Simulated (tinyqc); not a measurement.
Kronig-Penney superlattice by transfer matrices, step by step. Values are carried at full precision from step to step, so a last printed digit may differ when a step is redone from the rounded ones.

Wells (width a, potential 0, mass mw) alternate with barriers (width b, height V0, mass mb); period d = a + b; c = hbar^2/2m0. The vector (psi, psi'/m) is continuous, and a layer of thickness t carries it by M = [[cos kt, (m/k) sin kt], [-(k/m) sin kt, cos kt]] with k = sqrt(m (E - V)/c); for E < V, k = i kappa gives [[cosh, (m/kappa) sinh], [(kappa/m) sinh, cosh]] of kappa t. A Bloch state obeys cos(q d) = tr(Mb Mw)/2.

Constants: hbar^2/2m0 = 3.80998211 eV angstrom^2; hbar = 6.58211957e-16 eV s.

Parameters, chosen for this exercise (near those of a GaAs superlattice with barriers of AlGaAs; shifted at random, so the results belong to these values and not to a real crystal): a = 107 angstrom (well width); b = 41 angstrom (barrier width); V0 = 0.3 eV (barrier height); mw = 0.0686 m0 (mass in the wells); mb = 0.0977 m0 (mass in the barriers); E = 0.0287 eV (trial energy); F = 5 kV/cm (field along the axis).

## Layer matrices at one energy

Form the matrix of the well and of the barrier at E.

k in the well = 0.02273 1/angstrom
kappa in the barrier = 0.08341 1/angstrom

Mw (angstrom units):
```
          1         2
1  -0.75885    1.9653
2  -0.21581  -0.75885
```

Mb (angstrom units):
```
        1       2
1  15.297  17.880
2  13.032  15.297
```

## The matrix of one period

Multiply M = Mb Mw and take half the trace. If its size is at most 1, E lies in a miniband and q d = arccos(tr M/2); otherwise the state decays by exp(-arccosh|tr M/2|) a period.

M:
```
         1       2
1  -15.467  16.496
2  -13.190  14.003
```

tr M/2 = -0.7319
q d in a band, or the decay exponent in a gap = 2.392

E lies in a miniband; det M = 1.0000, as for any such product.

## Miniband edges

The edges are the energies where tr M/2 = +1 (q = 0) or -1 (q = pi/d); the first three minibands.

Minibands:
```
band  bottom (eV)  top (eV)  width (meV)
1          0.0274    0.0289          1.6
2          0.1077    0.1158          8.1
3          0.2310    0.2600         28.9
```

3 minibands of these lie wholly below V0. The first gap is 78.8 meV wide; the single well of width a has E1 = 0.0281 eV, inside the first miniband.

## Dispersion along the axis

Solve tr M/2 = cos(q d) inside each miniband at q d/pi = 0, 1/6, ..., 1. The cosine form is E_bottom + (W/2)(1 - cos q d) with the true width W.

Energies (eV):
```
q d/pi  band 1  cosine form  band 2
0.000   0.0274       0.0274  0.1158
0.167   0.0275       0.0275  0.1152
0.333   0.0277       0.0277  0.1137
0.500   0.0281       0.0281  0.1116
0.667   0.0285       0.0285  0.1096
0.833   0.0288       0.0288  0.1082
1.000   0.0289       0.0289  0.1077
```

The cosine form, which holds for hopping between neighbouring wells alone, misses band 1 by at most 0.0 meV, 1 % of its width.

## Mass along the axis

With f(E) = tr M/2, 1 - (q d)^2/2 = 1 + f'(E_bottom)(E - E_bottom) gives m_z = -2 c f'/d^2 (f' by a central difference of 1e-6 eV at the bottom of band 1). The cosine form gives 4 c/(W d^2), W the width of band 1 between tr M/2 = +1 and -1.

f' = -1341 1/eV
m_z = 0.4666 m0
m_z of the cosine form = 0.4458 m0
W = 1.56 meV

The mass along the axis is 6.80 times mw.

## In a field along the axis

One-band picture: ladder spacing e F d, Bloch frequency e F d/(2 pi hbar), and extent W/(e F) of a Stark state, with W the width of band 1; 1 kV/cm = 1e-5 V/angstrom.

e F d = 7.400 meV
Bloch frequency = 1.789 THz
W/(e F d) = 0.21 periods

The state is confined to about one period: the miniband has broken into a ladder of single-well levels.

## Checks

- Bottom of band 1 from 121 plane waves (the mass step taken by inverting the matrix of m) against the transfer matrix, eV: both 0.0274.

Computed by tinyqc, a small Python program: `OMP_NUM_THREADS=1 python tinyqc.py 1251948 1251949 out.jsonl` (the numbers bound the seed that draws the inputs); one thread of a shared host (Intel(R) Xeon(R) Processor @ 2.30GHz), about 0.04 s for the whole set of steps.
